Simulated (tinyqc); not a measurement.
# From one set of inputs to another, one input at a time

Model: shallow acceptor in the spherical model (Baldereschi-Lipari), strong spin-orbit limit. Computed by tinyqc, a small Python program. Command: `OMP_NUM_THREADS=1 python tinyqc.py 3017805 3017806 out.jsonl acceptor ladder`. One thread of a shared host (Intel(R) Xeon(R) Processor @ 2.30GHz), about 0.02 s of CPU time with the checks.

The 1S(3/2) state has an s envelope f(r) and a d envelope g(r). In effective units they obey -(f'' + 2f'/r + 2f/r) + mu (g'' + 5g'/r + 3g/r^2) = E f and -(g'' + 2g'/r - 6g/r^2 + 2g/r) + mu (f'' - f'/r) = E g. The cubic term, the split-off band and the central cell are left out.

The inputs printed are set A. Set A is modelled on InP; the values taken over come from a set modelled on GaP. Inputs not listed in the table keep their values of set A, so the rows need not describe a real material.

Inputs (values chosen for the exercise, modelled on InP):
```
quantity                 value  unit
Luttinger gamma_1         5.12     -
Luttinger gamma_2         1.65     -
Luttinger gamma_3         2.14     -
dielectric constant eps   12.3     -
spin-orbit gap Delta_so    111   meV
```

Constants: Ry = 13.605693123 eV; a_0 = 0.529177210903 angstrom.

Method:
- Ry* = Ry/(gamma_1 eps^2), a* = a_0 eps gamma_1, mu = (6 gamma_3 + 4 gamma_2)/(5 gamma_1), delta = (gamma_3 - gamma_2)/gamma_1; spherical masses 1/(gamma_1 (1 - mu)) (heavy) and 1/(gamma_1 (1 + mu)) (light).
- Basis: f_i = exp(-zeta_i r), g_i = r exp(-zeta_i r), weight r^2 dr, s = zeta_i + zeta_j. S_ff = 2/s^3, H_ff = zeta_i zeta_j S_ff - 2/s^2; S_gg = 24/s^5, H_gg = 8/s^3 + 24 zeta_i zeta_j/s^5 - 12/s^4; H(f_i, g_j) = mu (6 zeta_i^2/s^4 + 2 zeta_i/s^3); S_fg = 0. Each function is normalised by sqrt(S_ii).
- Large basis: zeta_i = 0.08 x 1.55^(i-1), i = 1..20 in each channel; overlap eigenvalues below 1e-11 are dropped.
- Binding energies are -E Ry*; the mass that fits is E(1S) eps^2/Ry.

Each row keeps all changes above it:
```
input moved              from     to  2S(3/2) binding energy (meV)  d weight of 1S(3/2)  light-hole mass (m_0)
set A                       -      -                        11.531              0.26611                0.11101
dielectric constant eps  12.3   11.1                        14.159              0.26611                0.11101
Luttinger gamma_2        1.65  0.471                         8.759              0.14705                0.12400
Luttinger gamma_1        5.12   4.11                        15.294              0.23461                0.14175
Luttinger gamma_3        2.14   1.26                         9.063              0.09221                0.16670
```

Which inputs carry the difference?

2S(3/2) binding energy goes from 11.5 to 9.06, a factor 0.786 in all. The largest single move comes from Luttinger gamma_1 (a factor 1.75), but it runs against the net change; the largest move in the direction of the net change is Luttinger gamma_3 (a factor 0.593). d weight of 1S(3/2) goes from 0.266 to 0.0922, a factor 0.347 in all. The largest single move comes from Luttinger gamma_3 (a factor 0.393), and Luttinger gamma_1 works against it (a factor 1.60). Light-hole mass goes from 0.111 to 0.167, a factor 1.50 in all. The largest single move comes from Luttinger gamma_3 (a factor 1.18). The single moves hold for this order of the switches; the total does not depend on the order.

Caution (all rows): the binding exceeds a fifth of the spin-orbit gap Delta_so, so the split-off band, left out, matters. Caution (rows Luttinger gamma_2, Luttinger gamma_1, Luttinger gamma_3): gamma_3 and gamma_2 differ by more than 0.17 gamma_1: band warping, left out here, adds several per cent to the binding.

Extremes, crossings and ranges named in words are read from the listed rows.
